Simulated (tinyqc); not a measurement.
Anisotropic wet etching of Si(100): plane rates, V-grooves, membranes and undercut: one step, computed by the program tinyqc. Command: `OMP_NUM_THREADS=1 python tinyqc.py 3019378 3019379 out.jsonl wetetch walk`. One thread of a shared host (Intel(R) Xeon(R) Processor @ 2.30GHz), about 0.01 s of CPU time with the checks.

A long slot opens the mask on a (100) wafer. The floor etches at R100; (111) walls stand at theta = arctan(sqrt2) = 54.7356 degrees to the surface and recede at R111 along their normal.

Question. Shape after the time t. A misaligned edge exposes ledges and adds R100 sin(misalignment) to the lateral rate (a simple estimate): u = R111/sin(theta) + R100 sin(misalignment). Top width W = w + 2 u t; floor width b = W - 2 z/tan(theta) = W - sqrt2 z. The floor lasts until b = 0, at t_V = w/(sqrt2 R100 - 2u); depth z = R100 t before t_V and W/sqrt2 after.

Inputs (values chosen for the exercise, close to those used for tetramethylammonium hydroxide solutions): bath temperature T = 85 C; width w (mask opening along <110>, or membrane width in the design step) = 5.9 um; misalignment of the mask = 2 degrees; etch time t = 390 min.

R100 = 0.7424273 um/min

R111 = 0.02626714 um/min

Give: lateral rate u; time t_V to close the V; top width W; depth z; floor width b.

Answer.

lateral rate u = 0.05808 um/min

time t_V to close the V = 6.318 min

top width W = 51.20 um

depth z = 36.21 um

floor width b = 0 um

The groove has closed to a V and now deepens at sqrt2 u = 0.0821 um/min, 11.1 % of R100.
